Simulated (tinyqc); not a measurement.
# Trap density and cross-section from triangular pulses

Problem. In charge pumping, for a flat interface trap density D0 and a symmetric triangular wave, Qcp = -2 q A D0 Vt ln[vth s ni (dV/Va)/(2 f)], with s the geometric mean cross-section. Find D0, the frequency f0 where the line meets zero, and s.

Inputs (values chosen for the exercise):
```
symbol,value,unit,meaning
T,300,K,temperature
A,9,um^2,gate area
vth,1.5e7,cm/s,"thermal velocity at 300 K, one nominal value for electrons and holes"
dV,0.61,V,Vth - Vfb
Va,3.9,V,pulse height
```

Constants: q = 1.602176634e-19 C, kB = 1.380649e-23 J/K, Vt = kB T/q. Results are converted to the units shown.

Qcp at f = 50000 and 5e5 Hz (fC): 1.3335595  1.6940651
ni = 1.5715680e10 cm^-3

Solution. Qcp is linear in ln f: the slope gives D0 and the zero gives s = 2 f0 Va/(vth ni dV).

D0 = 2.100e11 cm^-2 eV^-1
f0 = 9.996 Hz
s = 5.422e-16 cm^2

Program tinyqc, `OMP_NUM_THREADS=1 python tinyqc.py 2030075 2030076 out.jsonl`; Intel Xeon 2.30GHz, shared host, one thread, about 0.01 s.
